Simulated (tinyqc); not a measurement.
The integration grid: Kohn-Sham M06L on finer and finer grids in the sto-3g basis, for BeH+, spin multiplicity 1. Computed by the program tinyqc with PySCF. Self-consistent on each grid; the net force on the molecule should vanish.

Geometry (angstrom):
```
atom       x       y       z
Be    0.0000  0.0000  0.0000
H     0.0000  0.0000  1.4760
```

Kohn-Sham energy on Becke grids (radial x angular points per atom):
```
grid       points  residual of the electron count  E (hartree)  E - finest (mhartree)  largest net force without grid terms (hartree/bohr)
10 x 14       275                        4.72e-02    -14.77956              -29.01359                                             9.88e-02
15 x 26       770                        1.90e-04    -14.72175               28.79525                                             5.02e-02
20 x 50      1988                       -5.11e-04    -14.73694               13.60516                                             2.16e-02
30 x 86      5143                       -2.18e-04    -14.75155               -1.00424                                             4.67e-03
50 x 194    19372                       -3.90e-06    -14.75060               -0.04818                                             7.57e-04
75 x 302    45239                        2.76e-07    -14.75054                0.00267                                             8.61e-06
120 x 590  141449                        2.62e-10    -14.75055                0.00000                                             2.02e-06
```

What does the comparison show, and why?

The energy is within 0.1 mhartree of the finest grid first at 50 x 194. The error has both signs, since quadrature is not variational. The electron count and the net force are cheap signs of a poor grid.
